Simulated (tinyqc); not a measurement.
What each change does: thin (001) film in sp3s* tight binding with raised dangling bonds.

Planes alternate anion (a), cation (c) along [001], a/4 apart, starting with an anion; zero in-plane momentum; levels counted from the bulk Ev, the lower root of [[Epa, Vxx], [Vxx, Epc]]; no spin-orbit coupling. Block of s, pz, s*: from an anion to the cation above, Vss/2 (s,s), Vsapc/2 (s,z), -Vscpa/2 (z,s), Vxx/2 (z,z), Vxapc/2 (s*,z), -Vpaxc/2 (z,s*); to the cation below the same with the s-z and s*-z signs reversed. Block of u = (px + py)/sqrt2 and v = (px - py)/sqrt2: to the cation above (Vxx + Vxy)/2 for u and (Vxx - Vxy)/2 for v, to the cation below the reverse. Each surface atom has two dangling sp3 hybrids; raising both by dl adds (dl/2) [[1, t], [t, 1]] to its s, pz levels (t = -1 at the bottom face, +1 at the top) and dl to the one of u, v in whose plane the missing bonds lie (v for a bottom anion or a top cation, u for a top anion).

Parameters, chosen for this exercise (out of a larger set: near a published set for GaAs, fitted to gaps, whose masses and valley positions are rough; not measured data):

| symbol | value | unit | meaning |
|---|---|---|---|
| p | (-8.425, 1.034, -2.685, 3.655, 8.639, 6.759, -6.376, 1.947, 5.096, 4.441, 5.731, 4.867, 4.853) | eV | order Esa, Epa, Esc, Epc, Exa, Exc, Vss, Vxx, Vxy, Vsapc, Vscpa, Vxapc, Vpaxc |
| Nw | 20 |  | planes in the thicker film |
| dp | 30 | eV | value of dl for the passivated films |

edges (eV): Gamma 1.43962, Delta 1.99017

A film of Nw planes with shift dp: highest level below mid-gap (half the lower bulk edge) and the two lowest above.

One parameter was then changed.

Results before and after:

| case | Ev1 (eV) | Ec1 (eV) | Ec2 (eV) |
|---|---|---|---|
| base | -0.0823 | 1.5652 | 1.9343 |
| changed | -0.0604 | 1.5395 | 1.8379 |

Which of these changes was made? (a) dp = 15 eV; (b) Nw = 24.
Answer: (b) Nw = 24. Of the candidates, run in turn, only this one gives the changed row.

All candidates:

| case | Ev1 (eV) | Ec1 (eV) | Ec2 (eV) |
|---|---|---|---|
| base | -0.0823 | 1.5652 | 1.9343 |
| Nw = 24 | -0.0604 | 1.5395 | 1.8379 |
| dp = 15 eV | -0.0823 | 1.5312 | 1.8893 |

An odd change of Nw also changes which atoms end the film, so levels need not move as thickness alone would move them; the row for dp shows how far the passivation is from converged.

tinyqc: `OMP_NUM_THREADS=1 python tinyqc.py 1452892 1452893 out.jsonl`; about 0.4 s, one thread, shared Intel(R) Xeon(R) Processor @ 2.30GHz.
